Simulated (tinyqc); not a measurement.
Against thickness at fixed field: leakage through a gate insulator: direct, Fowler-Nordheim, trap-assisted and Poole-Frenkel currents. Computed by tinyqc, a small Python program. Command: `OMP_NUM_THREADS=1 python tinyqc.py 3018345 3018346 out.jsonl oxideleak walk`. One thread of a shared host (Intel(R) Xeon(R) Processor @ 2.30GHz), about 0.01 s of CPU time with the checks.

Electrons enter from the cathode Fermi level at x = 0; the conduction band of the insulator lies phi_b - e F x above it, F = V/t. WKB exponents use a parabolic band with mass m.

Inputs (values chosen for the exercise, with an insulator like SiO2):
```
quantity,value,unit
thickness t,8.4,nm
barrier phi_b,3.17,eV
tunnelling mass m,0.42,m_0
static constant eps_ox,3.96,-
voltage across the insulator V,1.3,V
trap depth phi_t,1.5,eV
trap density N_t,2.3e+19,cm^-3
attempt rate nu_0,4e+12,1/s
activation of capture E_a,0.14,eV
temperature T,200,K
```

Constants: hbar^2/(2 m_0) = 3.80998212 eV angstrom^2; e = 1.602176634e-19 C; hbar = 1.054571817e-34 J s; k_B = 8.617333262e-05 eV/K.

Method:
- For a level a distance phi(x) below the band, the WKB exponent is 2 int kappa dx with kappa = sqrt(m phi/(hbar^2/2m_0)); for a linear barrier from phi_1 down to phi_2 = max(phi_1 - e F d, 0) it is G = (4/3) sqrt(m/(hbar^2/2m_0)) (phi_1^(3/2) - phi_2^(3/2))/(e F).
- J_tun = e^3 F^2/(16 pi^2 hbar m phi_b) x exp(-G) / [1 - sqrt(phi_2/phi_b)]^2 with the free-electron mass in the cathode (m in m_0), phi_2 = max(phi_b - e V, 0): direct tunnelling for e V < phi_b, Fowler-Nordheim above. Image forces, back-flow and the limit on supply are left out, so J_tun is overstated below about 0.5 V.
- Equivalent oxide thickness = 3.9 t/eps_ox.
- A trap at depth x lies phi_t below the band. Capture: tunnel at the cathode Fermi level from 0 to x (G_in from phi_1 = phi_b), rate nu_0 exp(-G_in - E_c/k_B T) with E_c = E_a + max(phi_b - phi_t - e F x, 0), the last term being the height of the trap above the cathode Fermi level. Emission: tunnel from the trap level to the anode (G_out from phi_1 = phi_t over t - x), rate nu_0 exp(-G_out - E_a/k_B T). Re-emission to the cathode follows from detailed balance, rate_back = rate_in exp(dE/k_B T) with dE = phi_b - phi_t - e F x. Each trap passes R = rate_in rate_out/(rate_in + rate_back + rate_out) electrons per second; filling from the anode is left out.
- J_TAT = e N_t int_0^t R dx by the midpoint rule on 400 intervals; the most effective depth is the midpoint with the largest R, rounded to 0.01 nm.

field F = 1.54762 MV/cm

Currents:
```
t (nm),V (V),J_tun (A/cm^2),J_TAT (A/cm^2)
1.2,0.1857,2.6671e+03,3.1371e-41
1.6,0.2476,1.5463e+01,2.2474e-41
2.2,0.3405,9.3642e-03,1.3075e-41
3.0,0.4643,7.1554e-07,6.3062e-42
4.0,0.6190,8.2669e-12,2.6280e-42
5.5,0.8512,7.4468e-19,7.8956e-43
7.5,1.1607,1.2344e-27,1.9970e-43
10.0,1.5476,1.2330e-37,5.3633e-44
```

What follows from these numbers?

Between the first rows J_tun falls by 5.59 decades per nm. J_TAT stays below J_tun at all these thicknesses. Below about 0.5 V the formula for J_tun, which has no back-flow, overstates the current.

Extremes, crossings and ranges named in words are read from the listed rows.
